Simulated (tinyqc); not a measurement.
## Line constants from open and short measurements

Inverse problem. A uniform line of length len, under a quarter wavelength, has Z_open = Zc coth(gamma len) and Z_short = Zc tanh(gamma len); gamma Zc = r + i w l and gamma/Zc = g + i w c, w = 2 pi f. Find r, l and c.

Values chosen for this exercise: length len = 1.1 mm; frequency f = 0.33 GHz.

Zin with the far end open = 36.9340-3599.1404i ohm
Zin with the far end shorted = 2.8223087+0.5618376i ohm

Answer. The product of the two impedances is Zc^2 and their ratio tanh^2(gamma len); the principal branch holds below a quarter wavelength.

r = 2.57 ohm/mm
l = 0.247 nH/mm
c = 122 pF/m

Numbers from tinyqc (`OMP_NUM_THREADS=1 python tinyqc.py 2810207 2810208 out.jsonl`; about 0.01 s on one thread of a shared Intel Xeon 2.30GHz).
